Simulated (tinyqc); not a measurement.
Inside a calculation. Model: minority carriers and saturation current of a heavily doped emitter.

tinyqc, about 0.01 s, one thread, Intel Xeon 2.30GHz (shared host): `OMP_NUM_THREADS=1 python tinyqc.py 2330152 2330153 out.jsonl` Printed values are rounded.

n-type, parabolic bands, full ionisation. eta = (EF - Ec)/kB T solves N = Nc F12(eta), F12(x) = (2/sqrt(pi)) int_0^infinity sqrt(u)/(1 + exp(u - x)) du. The gap shrinks rigidly by dEg = a3 y^(1/3) + a4 y^(1/4) + a2 y^(1/2), y = N/1e18 cm^-3, an empirical law that is here taken as the true narrowing.

Inputs (values chosen for the exercise); band and dielectric values close to those of germanium: temperature T = 400 K; band gap Eg = 0.666 eV; conduction-band density of states at 400 K Nc = 1.6e19 cm^-3; valence-band density of states at 400 K Nv = 9.08e18 cm^-3; ionised donor density N = 2.7e18 cm^-3; coefficient of (N/1e18)^(1/3) a3 = 11.1 meV; coefficient of (N/1e18)^(1/4) a4 = 8.2 meV; coefficient of (N/1e18)^(1/2) a2 = 1.7 meV; minority-hole mobility mup = 140 cm^2/(V s); Auger coefficient Cn = 1.9e-31 cm^6/s; defect lifetime ts = 0.17 us; emitter width W = 890 nm; recombination velocity at the contact S = 2400 cm/s.

Constants: q = 1.602176634e-19 C, kB = 1.380649e-23 J/K, Vt = kB T/q. Results are converted to the units shown.

Range of the model: Band tails, non-parabolic bands and incomplete ionisation are left out.

## Iteration 1: Fermi level

eta at the start (Boltzmann value) = -1.7793

Newton step on ln F12(eta) = ln(N/Nc): eta(new) = eta - ln(Nc F12/N) F12/Fm, Fm(x) = dF12/dx = (1/sqrt(pi)) int_0^infinity u^(-1/2)/(1 + exp(u - x)) du.

F12 = 0.159522
Fm = 0.151041
eta after iteration 1 = -1.71991

## Course of the iteration

Stop when eta changes by less than 1e-9.

Course of the iteration:
```
iteration       eta    change
1          -1.71991    0.0594
2          -1.71982   9.01e-5
3          -1.71982  2.14e-10
```

Converged in 3 iterations.

## Effective intrinsic density

converged eta = -1.71982

ni = sqrt(Nc Nv) exp(-Eg/(2 Vt)), Eg in volts; degeneracy factor g = F12(eta) exp(-eta); nie^2 = ni^2 exp(dEg/kB T) g, p0 = nie^2/N; apparent narrowing dEg + kB T ln g.

ni = 7.68223e14 cm^-3
dEg = 28.7611 meV
g = 0.942215
apparent narrowing = 26.7095 meV
nie = 1.13175e15 cm^-3
p0 = 4.74390e11 cm^-3

Narrowing multiplies p0 by 2.30 and degeneracy by 0.942.

## Saturation current

1/tau = Cn N^2 + 1/ts, D = mup Vt, L = sqrt(D tau); J0 = (q p0 D/L)(s + tanh(W/L))/(1 + s tanh(W/L)), s = S L/D; the share recombining inside is 1 - 1/[cosh(W/L)(1 + tanh(W/L)/s)].

tau = 137.600 ns
L = 8148.72 nm
s = 0.405266
J0 = 2.21610e11 fA/cm^2
share recombining inside = 21.6306 %

Bulk and contact share the loss.
